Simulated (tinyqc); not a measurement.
Thickness from two neighbouring fringes.

Inverse problem. At normal incidence a transparent film with an index between those of air and substrate, taken as constant, has reflectance minima at 2 n1 d = (m + 1/2) lam (small phase shifts at the substrate neglected). Find d and the order m of the shorter wavelength.

Values chosen for this exercise:
```
symbol,value,unit,meaning
n1,1.458,,index of the transparent film
```

wavelengths of two neighbouring reflectance minima (nm): [422, 478.26667]

Answer. Neighbouring orders differ by one: 2 n1 d (1/lam1 - 1/lam2) = 1.

d = 1.23e3 nm
m = 8

Computed by the program tinyqc: `OMP_NUM_THREADS=1 python tinyqc.py 2870191 2870192 out.jsonl`, one thread of a shared Intel Xeon 2.30GHz, about 0.01 s for the whole run.
